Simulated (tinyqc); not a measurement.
A log to judge: velocity overshoot from momentum and energy balance equations after a field step. Computed by tinyqc. Command: `OMP_NUM_THREADS=1 python tinyqc.py 3014997 3014998 out.jsonl overshoot walk`. One thread of a shared host (Intel(R) Xeon(R) Processor @ 2.30GHz), about 0.03 s of CPU time with the checks.

At t = 0 the field jumps from 0 to F in a uniform sample. v is the drift velocity and u = w - (3/2) k_B T the excess energy per carrier.

Inputs (values chosen for the exercise, modelled on electrons in 4H-SiC except for tau_E):
```
quantity                      value        unit
effective mass m               0.34         m_0
low-field mobility mu_0         920  cm^2/(V s)
saturation velocity v_s           2    1e7 cm/s
energy relaxation time tau_E   0.73          ps
field after the step F           26       kV/cm
lattice temperature T           300           K
time step dt                    210          fs
```

Scheme: explicit Euler.

Constants: m_0 = 9.1093837015e-31 kg; e = 1.602176634e-19 C; k_B = 8.617333262e-05 eV/K.

Method:
- dv/dt = e F/m - v/tau_m(u), du/dt = e F v - u/tau_E, tau_m(u) = tau_0/(1 + c u), tau_0 = m mu_0/e, c = mu_0/(e tau_E v_s^2); this choice gives the steady state v (1 + mu_0 F v/v_s^2) = mu_0 F, which saturates at v_s. Steady velocity v = 2 mu_0 F/(1 + sqrt(1 + 4 (mu_0 F/v_s)^2)); u = e F v tau_E; carrier temperature T + 2u/(3 k_B), neglecting the drift energy m v^2/2.
- Step: v_new = v + dt (e F/m - v/tau_m(u)), u_new = u + dt (e F v - u/tau_E). Start v = u = 0; the distance adds dt (v + v_new)/2.
- Run to 8 times the larger of tau_E and tau_0, but at most 20001 steps, and stop early if |v| > 1000 v_s or u < -1/(2c); the run is accepted if the last v is within 0.5 % of the steady value.

Selected steps, the peak among them:
```
step  t (fs)  v (1e7 cm/s)    u (eV)  distance (nm)
1        210       2.82446  0.000000         29.657
2        420       2.31381  0.154215         83.609
3        630       1.07863  0.236186        119.229
4        840       1.68167  0.227136        148.213
6       1260       1.58840  0.240683        205.635
7       1470       1.11501  0.258172        234.021
10      2100       1.53024  0.246295        318.129
12      2520       1.51345  0.247042        374.147
16      3360       1.48561  0.247954        486.105
21      4410       1.20741  0.256963        626.060
28      5880       1.42549  0.249770        821.824
```

Can the last value be used, and what does the course show?

No. The run fails. Linearised at the steady state the two equations have the rates -0.0093 and -0.0021 per fs; the explicit step is stable only for dt < 2 |Re|/|rate|^2 = 214.4 fs, against dt = 210 fs; so near that limit the swings die out too slowly. Reruns converge with time step dt = 21.0; or with scheme = implicit in the damping.
